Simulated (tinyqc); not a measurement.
# Schottky diode by thermionic emission with image-force lowering and series resistance: effect of the doping on the lowering

Metal on an n-type semiconductor with one parabolic valley; V > 0 is forward bias (metal positive). I = I0 [exp(Vj/(n Vt)) - 1] with Vj = V - I Rs; I0 = S A* T^2 exp(-(phi - dphi)/Vt), the lowering dphi taken at zero bias.

A* = 4 pi q me m0 kB^2/h^3 (times 1e-4 for A/(cm^2 K^2)); Nc = 2 (2 pi me m0 kB T/h^2)^1.5 (times 1e-6 for cm^-3); xi = Vt ln(Nc/Nd), Vbi = phi - xi; surface field Em = sqrt(2 q Nd (Vbi - V - Vt)/(eps0 eps_r)); dphi = sqrt(q Em/(4 pi eps0 eps_r)). Here V = 0 in Em.

Inputs (values chosen for the exercise); band and dielectric values close to those of 4H silicon carbide:
- T = 300 K (temperature)
- me = 0.37 m0 (electron mass)
- eps_r = 9.53 (relative permittivity)
- phi = 0.84 eV (barrier height seen from the metal)
- S = 9.8e-5 cm^2 (area)

Constants: q = 1.602176634e-19 C, kB = 1.380649e-23 J/K, h = 6.62607015e-34 J s, m0 = 9.1093837015e-31 kg, Vt = kB T/q, eps0 = 8.8541878128e-14 F/cm where lengths are in cm. Results are converted to the units shown.

Effect of the doping on the lowering:

| Nd (cm^-3) | Vbi (V) | Em (kV/cm) | dphi (meV) | I0 (A) |
|---|---|---|---|---|
| 8.6e13 | 0.55324 | 4.1501 | 7.9188 | 4.1222e-12 |
| 3.2e14 | 0.58721 | 8.2593 | 11.171 | 4.6748e-12 |
| 1.2e15 | 0.62138 | 16.474 | 15.777 | 5.5865e-12 |
| 4.5e15 | 0.65555 | 32.804 | 22.263 | 7.1797e-12 |
| 1.7e16 | 0.68991 | 65.475 | 31.453 | 1.0245e-11 |
| 6.3e16 | 0.72377 | 129.22 | 44.187 | 1.6765e-11 |
| 2.3e17 | 0.75725 | 252.75 | 61.798 | 3.3133e-11 |
| 8.7e17 | 0.79164 | 503.00 | 87.179 | 8.8438e-11 |

dphi rises from 7.92 to 87.2 meV, as Nd^(0.26) (1/4 at fixed Vbi), and I0 grows by a factor of 21.5. Emission limits the current only if the drift velocity at the surface is well above A* T^2/(q Nc) = 4.42e6 cm/s; with a mobility of 895 cm^2/(V s) it is less than three times that in 2 of the rows, where I0 is overstated.

Range of the model: One isotropic valley is assumed; bands with several valleys have a larger Richardson constant and Nc.

Program tinyqc, `OMP_NUM_THREADS=1 python tinyqc.py 2640058 2640059 out.jsonl`; Intel Xeon 2.30GHz, shared host, one thread, about 0.01 s.
